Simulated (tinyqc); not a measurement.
Worked calculation: band edges of strained Si(1-x)Ge(x) on relaxed Si(1-y)Ge(y). Values are carried at full precision from step to step, so a last printed digit may differ when a step is redone from the rounded ones.

Values are linear in the Ge fraction but for ED(x) = linear - CD x (1 - x) and a(x) = linear - Ca x (1 - x). Energies are on the common scale of Ev.

Inputs chosen for the exercise (end members near Si and Ge, in this order; not measured data): a = (5.427, 5.656) angstrom (lattice constant); Dso = (0.044, 0.292) eV (spin-orbit splitting); av = (2.49, 1.24) eV (valence hydrostatic potential); b = (-2.09, -2.54) eV (tetragonal shear potential); d = (-4.81, -5.24) eV (trigonal shear potential); C11 = (167.2, 128.2) GPa; C12 = (64.5, 47.8) GPa; C44 = (80.8, 65.9) GPa; Ev = (0, 0.7) eV (top of the unstrained valence band); ED = (1.134, 0.929) eV (gap to the Delta valleys); EL = (1.998, 0.753) eV (gap to the L valleys); aD = (1.57, 1.22) eV (hydrostatic potential of the Delta gap); aL = (-2.98, -2.54) eV (hydrostatic potential of the L gap); XuD = (8.92, 9.11) eV (uniaxial potential, Delta); XuL = (15.68, 15.66) eV (uniaxial potential, L); CD = 0.178 eV (bowing of the Delta gap); Ca = 0.026 angstrom (bowing of the lattice constant); x = 1 (Ge fraction of the layer); y = 0.89 (Ge fraction of the relaxed buffer); face = 001 (growth face).

## Values of the layer and the buffer

Interpolate at x and at y.

Interpolated values (a in angstrom, C11, C12, C44 in GPa, all else in eV):
```
symbol     layer    buffer
a         5.6560    5.6283
Dso       0.2920    0.2647
av        1.2400    1.3775
b        -2.5400   -2.4905
d        -5.2400   -5.1927
C11     128.2000  132.4900
C12      47.8000   49.6370
C44      65.9000   67.5390
Ev        0.7000    0.6230
ED        0.9290    0.9341
EL        0.7530    0.8900
aD        1.2200    1.2585
aL       -2.5400   -2.5884
XuD       9.1100    9.0891
XuL      15.6600   15.6622
```

## Strain of the layer on a (001) buffer

Coherent growth on a (001) face: e_par = (a(y) - a(x))/a(x), e_perp = -2 (C12/C11) e_par; exx = eyy = e_par, ezz = e_perp, no shear.

Use the elastic constants of the layer.

e_par = -0.004904
e_perp = 0.003657

strain tensor in the cubic axes, rows x, y, z and columns alike:
```
[[-0.004904, 0.000000, 0.000000],
 [0.000000, -0.004904, 0.000000],
 [0.000000, 0.000000, 0.003657]]
```

The layer is under compression in the plane; its volume changes by -0.615 %.

## Conduction valleys of the layer

A valley with unit axis u lies at Ev + gap + (av + a_valley) tr(e) + Xu (u.e.u - tr(e)/3); the Delta axes are x, y, z and the L axes [111], [1-1-1], [-11-1], [-1-11]. The second-order shift of the Delta valleys under shear is left out; it lowers the pair normal to the sheared plane by tens of meV at a shear of 1 %.

Give the hydrostatic shifts, the uniaxial shifts and the edges.

hydrostatic shifts of Delta and L (eV): [-0.0151, 0.0080]

uniaxial shifts (eV): Delta x -0.0260, Delta y -0.0260, Delta z 0.0520, L [111] 0.0000, L [1-1-1] 0.0000, L [-11-1] 0.0000, L [-1-11] 0.0000

valley edges (eV): Delta x 1.5879, Delta y 1.5879, Delta z 1.6659, L [111] 1.4610, L [1-1-1] 1.4610, L [-11-1] 1.4610, L [-1-11] 1.4610

The lowest set is L4 (the digit counts whole valleys) at 1.4610 eV; the Delta valleys spread over 78 meV and the L valleys over 0 meV.

## Valence edges of the layer

Valence edges: Ev plus the levels of the 6 x 6 matrix of X, Y, Z times spin with -Dso/3 + l exx + m (eyy + ezz) on the diagonal (cyclic), n exy off it, l = av + 2 b, m = av - b, n = sqrt(3) d. Spin-orbit term (Dso/3) L.sigma on X, Y, Z with (L_k)_ij = -i epsilon_kij: <X+|H|Y+> = -i Dso/3, <X+|H|Z-> = Dso/3, <Y+|H|Z-> = -i Dso/3, <Z+|H|X-> = -Dso/3, <Z+|H|Y-> = i Dso/3, <X-|H|Y-> = i Dso/3, and their conjugates; + and - are the spin along z.

Give the strain block and the three twofold edges.

strain block (eV), rows X, Y, Z and columns alike:
```
[[0.0141, 0, 0],
 [0, 0.0141, 0],
 [0, 0, -0.0511]]
```

edges from the top (eV): [0.7141, 0.6741, 0.3969]

The top two edges are split by 40 meV.

## Gap and offsets against the buffer

Buffer: Ev(y) and Ec = Ev(y) + min(ED, EL). dEc = Ec(buffer) - Ec(layer), dEv = Ev(layer) - Ev(buffer); positive values confine the carrier in the layer; type I if both have one sign.

gap of the strained layer = 0.7469 eV
gap of the buffer = 0.8900 eV
dEc = 0.0520 eV
dEv = 0.0911 eV

Type I: electrons collect in the layer (52 meV) and holes in the layer (91 meV). The relaxed layer would have a gap of 0.753 eV, so strain has moved it by -6 meV.

## Checks

- Mean of the three Delta edges against the hydrostatic shift alone (eV): both 1.61387.

Run: tinyqc, `OMP_NUM_THREADS=1 python tinyqc.py 1051174 1051175 out.jsonl`; Intel(R) Xeon(R) Processor @ 2.30GHz, one thread, shared host; about 0.01 s of CPU time with all checks.
